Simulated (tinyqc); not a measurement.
## Coupling ratio and rate constant from the late transient

Inverse problem. Long after the knee a floating-gate cell follows U = Vg - (tox/ag) B/ln(K t). Find K and ag.

Parameters, values chosen for the exercise:
- tox = 7.4 nm (tunnel oxide thickness)
- Vg = 12.5 V (control-gate voltage)

U at t = 0.001 and 0.1 s (V): [0.53071737, 2.3058947]
B = 26.520466 V/nm

Answer. 1/(Vg - U) is linear in ln t; the ratio of the two values gives ln(K t_a), and either value gives ag.

K = 3.06e14 1/s
ag = 0.620

Computed by the program tinyqc: `OMP_NUM_THREADS=1 python tinyqc.py 2130154 2130155 out.jsonl`, one thread of a shared Intel Xeon 2.30GHz, about 0.02 s for the whole run.
